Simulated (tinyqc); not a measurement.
From wire to sheet: nanosheet or nanowire with hard walls, valleys of the Si type.

Six ellipsoidal valleys along the cube axes: inverse mass tensor w = 1/mt + (1/ml - 1/mt) a a^T with a the unit axis. Device axes: x along the channel, z = [001], y = z x x.

Hard walls around a W x H rectangle. The block w_c of w in (y, z) confines; the transport mass follows from 1/m_x = w_xx - w_xc w_c^-1 w_cx. The cross-section problem c (w_yy ky^2 + 2 w_yz ky kz + w_zz kz^2), c = hbar^2/2m0, is solved in products sin(n pi y/W) sin(l pi z/H), n, l = 1 to 12; if w_yz = 0 the levels are c pi^2 (w_yy n^2/W^2 + w_zz l^2/H^2). The w_yz term couples (n, l) to (n', l') by -2 c w_yz D_nn'(W) D_ll'(H) with D_nm(L) = 4 n m/(L (n^2 - m^2)) for n + m odd and 0 otherwise.

Without degeneracy the line density is N1 exp((EF - Ec)/kB T) with N1 = sum 2 g sqrt(m_x kB T/(4 pi c)) exp(-E/kB T), here over n, l up to 80 where w_yz = 0 and over all levels of a 12 x 12 sine basis otherwise; the classical value is W H Nc with Nc = 2 g_all (m_dos kB T/(4 pi c))^(3/2), m_dos = (ml mt^2)^(1/3); dVt = kB T ln(W H Nc/N1).

Constants: hbar^2/2m0 = 3.80998211 eV angstrom^2; kB = 8.617333262e-05 eV/K.

Parameters, chosen for this exercise (near those of Si; not measured data):
- ml = 0.927 m0 (longitudinal mass)
- mt = 0.188 m0 (transverse mass)
- T = 300 K (temperature)
- g_all = 6 (number of valleys)
- channel = 110 (transport direction x on a (001) wafer)
- H = 66 angstrom (height, along z = [001])
- Ws = (30, 40, 60, 90, 140, 220, 350) angstrom (widths)

Valleys:

| group | valleys g | w_yy | w_zz | \|w_yz\| | m_x (m0) |
|---|---|---|---|---|---|
| A | 2 | 5.31915 | 1.07875 | 0.00000 | 0.18800 |
| B | 4 | 3.19895 | 5.31915 | 0.00000 | 0.55750 |

Lowest level of each group (groups ordered by w_zz, then w_yy) and dVt against the width.

Results:

| W (angstrom) | A1 (eV) | B1 (eV) | dVt (mV) |
|---|---|---|---|
| 30 | 0.2316 | 0.1796 | 153.7 |
| 40 | 0.1343 | 0.1211 | 98.4 |
| 60 | 0.0649 | 0.0793 | 58.5 |
| 90 | 0.0340 | 0.0608 | 42.1 |
| 140 | 0.0195 | 0.0521 | 34.2 |
| 220 | 0.0134 | 0.0484 | 30.2 |
| 350 | 0.0109 | 0.0469 | 27.8 |

dVt falls from 154 to 28 mV. The lowest group changes from B to A between W = 40 and 60 angstrom (H = 66). At the widest W the lowest level is 0.0109 eV; the film limit c pi^2 w_zz/H^2 of that group is 0.0093 eV.

tinyqc: `OMP_NUM_THREADS=1 python tinyqc.py 1281493 1281494 out.jsonl`; about 0.03 s, one thread, shared Intel(R) Xeon(R) Processor @ 2.30GHz.
